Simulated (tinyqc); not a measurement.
Solubility, supersaturation, precipitation and gettering of an impurity in a silicon-like host: one step, computed by the program tinyqc. Command: `OMP_NUM_THREADS=1 python tinyqc.py 3025841 3025842 out.jsonl ripen walk`. One thread of a shared host (Intel(R) Xeon(R) Processor @ 2.30GHz), about 0.01 s of CPU time with the checks.

The wafer was saturated at T1 and is then held at T.

Problem. Ham's law for sinks of fixed radius. tau0 = 1/(4 pi n r0 D); C_fixed(t) = C_eq + (C0 - C_eq) exp(-t/tau0). If all excess precipitates, the final radius is r_f = [r0^3 + 3 (C0 - C_eq)/(4 pi n C_p)]^(1/3), with tau_f = 1/(4 pi n r_f D).

Inputs (values chosen for the exercise, for a model impurity): temperature of saturation T1 = 1425 K; anneal temperature T = 1119 K; sink density n = 3.4e+10 1/cm^3; initial sink radius r0 = 23 nm; impurity density in the precipitate C_p = 2.4e+22 1/cm^3; anneal time t = 2000 s.

D(T) = 5.285946e-10 cm^2/s

C_eq(T) = 2.062059e+15 1/cm^3

C0 = 1.418603e+17 1/cm^3

Give: tau0; C_fixed(t); final radius r_f; tau_f.

Solution.

tau0 = 1925 s

C_fixed(t) = 5.153e+16 1/cm^3

final radius r_f = 37.58 nm

tau_f = 1178 s

The sinks grow 1.6 times, so the fixed radius underrates the later rate. Caution: the barrier to homogeneous nucleation is below 35 k_B T for these inputs, so new precipitates would form and outnumber the fixed sinks assumed here.
